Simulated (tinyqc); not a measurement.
Doping from resistivity.

Inverse problem. A uniform, uncompensated and fully ionised sample has rho = 1/(q N mu), mu = m1 + (m2 (T/300 K)^(-bt) - m1)/(1 + (N/Nr)^am). Find N, mu and the diffusion coefficient mu Vt.

Values chosen for this exercise:
- T = 300 K (temperature)
- m1 = 45.2 cm^2/(V s) (mobility limit at high doping)
- m2 = 467 cm^2/(V s) (mobility limit at low doping, at 300 K)
- Nr = 2.32e17 cm^-3 (reference doping of the mobility law)
- am = 0.703 (exponent of the mobility law)
- bt = 2.3 (temperature exponent of m2)

Constants: q = 1.602176634e-19 C, kB = 1.380649e-23 J/K, Vt = kB T/q. Results are converted to the units shown.

resistivity = 0.55524084 ohm cm

Solution. With am below 1 the product N mu rises steadily with N, so one doping matches; it is found by iterating N = 1/(q rho mu(N)).

N = 2.90e16 cm^-3
mu = 388 cm^2/(V s)
diffusion coefficient = 10.0 cm^2/s

tinyqc, about 0.01 s, one thread, Intel Xeon 2.30GHz (shared host): `OMP_NUM_THREADS=1 python tinyqc.py 2110087 2110088 out.jsonl`
